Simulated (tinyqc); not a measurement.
# Changing the heat of melting H_A

Model: binary melting diagram from solution models of liquid and solid. Computed by tinyqc, a small Python program. Command: `OMP_NUM_THREADS=1 python tinyqc.py 3007947 3007948 out.jsonl melt sweep`. One thread of a shared host (Intel(R) Xeon(R) Processor @ 2.30GHz), about 0.01 s of CPU time with the checks.

x is the fraction of B. In a phase with interaction L: mu_A = G_A + R T ln(1 - x) + L x^2, mu_B = G_B + R T ln x + L (1 - x)^2. Melting: G(liquid) - G(solid) = H (1 - T/T_m) for each pure component.

Inputs (values chosen for the exercise, for a model alloy):
```
quantity                value    unit
melting point T_A        1250       K
melting point T_B         950       K
heat of melting H_B      9.07  kJ/mol
liquid interaction L_L    1.4  kJ/mol
```

Diagram: eutectic with pure solids.

Constants: R = 8.314462618 J/(mol K).

Method. Liquid against pure solid A: T = (H_A + L_L x^2)/(H_A/T_A - R ln(1 - x)); against pure solid B: T = (H_B + L_L (1 - x)^2)/(H_B/T_B - R ln x). Halve the interval 0.001 to 0.999 for the crossing, 44 times.

One run for each value:
```
heat of melting H_A (kJ/mol)  eutectic composition x_E  eutectic temperature T_E (K)
4.6                                            0.43459                        577.66
5.8                                            0.48273                        605.31
7.3                                            0.53163                        633.57
9.2                                            0.58127                        662.63
12.0                                           0.63790                        696.53
15.0                                           0.68443                        725.15
18.0                                           0.72131                        748.45
23.0                                           0.76873                        779.34
```

Describe and explain the trends.

Over the rows, eutectic composition x_E rises from 0.435 to 0.769 (exponent d ln y / d ln x 0.45 between the first rows and 0.26 between the last); eutectic temperature T_E (K) rises from 578 to 779 (exponent d ln y / d ln x 0.20 between the first rows and 0.16 between the last). A larger heat of melting at fixed T_A flattens the A branch, so the crossing moves towards B and upwards.

Extremes, crossings and ranges named in words are read from the listed rows.
